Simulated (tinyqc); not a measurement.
Worked calculation: CCSD on RHF in the sto-3g basis, for BeH2, spin multiplicity 1. One step of it, computed by the program tinyqc.

Problem. CCSD: starting amplitudes. t_ij^ab = <ij||ab> / (e_i + e_j - e_a - e_b), whose energy is MP2.

orbital energies (hartree): MO1 -4.533569, MO2 -0.418122, MO3 -0.373966, MO4 0.213762, MO5 0.213762, MO6 0.354531, MO7 0.701597

Two-electron integrals over orbitals (pq|rs), unique and non-zero (hartree):
```
p,q,r,s,(pq|rs)
1,1,1,1,2.271934
2,1,1,1,-0.185571
2,1,2,1,0.023489
2,2,1,1,0.457977
2,2,2,1,-0.005222
2,2,2,2,0.386367
3,1,1,1,0.023641
3,1,2,1,-0.002295
3,1,2,2,0.003768
3,1,3,1,0.005335
3,2,1,1,-0.001387
3,2,2,1,0.001893
3,2,2,2,0.043915
3,2,3,1,0.010444
3,2,3,2,0.147572
3,3,1,1,0.418984
3,3,2,1,-0.002779
3,3,2,2,0.374491
3,3,3,1,-0.002376
3,3,3,2,-0.035919
3,3,3,3,0.418355
4,1,4,1,0.015746
4,2,4,1,0.014809
4,2,4,2,0.046866
4,3,4,1,-0.001933
4,3,4,2,-0.004342
4,3,4,3,0.012983
4,4,1,1,0.569185
4,4,2,1,-0.007197
4,4,2,2,0.353650
4,4,3,1,0.000888
4,4,3,2,-0.000298
4,4,3,3,0.334424
4,4,4,4,0.449859
5,1,5,1,0.015746
5,2,5,1,0.014809
5,2,5,2,0.046866
5,3,5,1,-0.001933
5,3,5,2,-0.004342
5,3,5,3,0.012983
5,4,5,4,0.024249
5,5,1,1,0.569185
5,5,2,1,-0.007197
5,5,2,2,0.353650
5,5,3,1,0.000888
5,5,3,2,-0.000298
5,5,3,3,0.334424
5,5,4,4,0.401360
5,5,5,5,0.449859
6,1,1,1,-0.192256
6,1,2,1,0.024676
6,1,2,2,-0.006164
6,1,3,1,-0.003550
6,1,3,2,-0.000462
6,1,3,3,-0.002814
6,1,4,4,-0.005688
6,1,5,5,-0.005688
6,1,6,1,0.026261
6,2,1,1,0.134014
6,2,2,1,-0.005953
6,2,2,2,-0.017809
6,2,3,1,0.000334
6,2,3,2,-0.013429
6,2,3,3,-0.037514
6,2,4,4,0.066340
6,2,5,5,0.066340
6,2,6,1,-0.005096
6,2,6,2,0.081512
6,3,1,1,-0.027252
6,3,2,1,0.000864
6,3,2,2,-0.023496
6,3,3,1,-0.000511
6,3,3,2,-0.087629
6,3,3,3,0.029413
6,3,4,4,-0.014018
6,3,5,5,-0.014018
6,3,6,1,0.000858
6,3,6,2,-0.006164
6,3,6,3,0.089180
6,4,4,1,0.016155
6,4,4,2,0.046013
6,4,4,3,-0.006737
6,4,6,4,0.049147
6,5,5,1,0.016155
6,5,5,2,0.046013
6,5,5,3,-0.006737
6,5,6,5,0.049147
6,6,1,1,0.459348
6,6,2,1,-0.006711
6,6,2,2,0.372930
6,6,3,1,0.000060
6,6,3,2,-0.009089
6,6,3,3,0.389503
6,6,4,4,0.352034
6,6,5,5,0.352034
6,6,6,1,-0.006455
6,6,6,2,-0.026516
6,6,6,3,0.011517
6,6,6,6,0.393426
7,1,1,1,-0.008728
7,1,2,1,0.002456
7,1,2,2,0.004620
7,1,3,1,0.009296
7,1,3,2,0.016962
7,1,3,3,-0.004549
7,1,4,4,-0.000181
7,1,5,5,-0.000181
7,1,6,1,0.000467
7,1,6,2,-0.000729
7,1,6,3,0.000311
7,1,6,6,-0.001626
7,1,7,1,0.018200
7,2,1,1,0.024534
7,2,2,1,-0.000214
7,2,2,2,-0.011897
7,2,3,1,0.004506
7,2,3,2,-0.038391
7,2,3,3,0.005365
7,2,4,4,0.011203
7,2,5,5,0.011203
7,2,6,1,-0.001044
7,2,6,2,0.019377
7,2,6,3,0.059796
7,2,6,6,-0.000689
7,2,7,1,0.008210
7,2,7,2,0.059369
7,3,1,1,0.147996
7,3,2,1,-0.004032
7,3,2,2,0.000865
7,3,3,1,-0.000313
7,3,3,2,-0.001608
7,3,3,3,-0.017390
7,3,4,4,0.069297
7,3,5,5,0.069297
7,3,6,1,-0.003430
7,3,6,2,0.075969
7,3,6,3,-0.019240
7,3,6,6,-0.020282
7,3,7,1,-0.001518
7,3,7,2,0.009348
7,3,7,3,0.085224
7,4,4,1,0.000826
7,4,4,2,0.004133
7,4,4,3,0.012807
7,4,6,4,0.001659
7,4,7,4,0.017034
7,5,5,1,0.000826
7,5,5,2,0.004133
7,5,5,3,0.012807
7,5,6,5,0.001659
7,5,7,5,0.017034
7,6,1,1,-0.001440
7,6,2,1,0.001375
7,6,2,2,0.037214
7,6,3,1,0.009643
7,6,3,2,0.134073
7,6,3,3,-0.036975
7,6,4,4,0.000491
7,6,5,5,0.000491
7,6,6,1,-0.000744
7,6,6,2,-0.010576
7,6,6,3,-0.090353
7,6,6,6,-0.011441
7,6,7,1,0.016052
7,6,7,2,-0.047385
7,6,7,3,0.000472
7,6,7,6,0.135501
7,7,1,1,0.545574
7,7,2,1,-0.007338
7,7,2,2,0.403972
7,7,3,1,0.001723
7,7,3,2,0.015367
7,7,3,3,0.412088
7,7,4,4,0.377412
7,7,5,5,0.377412
7,7,6,1,-0.007591
7,7,6,2,-0.019840
7,7,6,3,-0.007609
7,7,6,6,0.408802
7,7,7,1,0.000872
7,7,7,2,-0.006614
7,7,7,3,0.003760
7,7,7,6,0.011310
7,7,7,7,0.454848
```

Give: Starting amplitudes; correlation energy.

Solution.

Starting amplitudes (spin orbitals 1a, 1b, ...; amplitudes related by a flip of all spins are not repeated; the 24 largest):
```
from,to,t
3a 3b,6a 6b,-0.061
2a 2b,6a 6b,-0.053
2a 3b,6a 7b,-0.041
3a 3b,7a 7b,-0.040
2a 2b,4a 4b,-0.037
2a 2b,5a 5b,-0.037
2a 3b,6b 7a,0.032
2a 2b,7a 7b,-0.027
3a 3b,4a 4b,-0.011
3a 3b,5a 5b,-0.011
3a 3b,6a 7b,0.011
2a 2b,6a 7b,-0.010
2a 3a,6a 7a,-0.009
2a 3b,7a 7b,-4.26e-03
2a 3b,6a 6b,4.11e-03
2a 3b,5a 5b,3.56e-03
2a 3b,4a 4b,3.56e-03
1a 2b,5a 5b,-2.75e-03
1a 2b,4a 4b,-2.75e-03
1a 1b,6a 6b,-2.69e-03
1a 1b,7a 7b,-1.74e-03
1a 1b,4a 4b,-1.66e-03
1a 1b,5a 5b,-1.66e-03
1a 2b,7a 7b,-1.29e-03
```

correlation energy = -0.03023 hartree
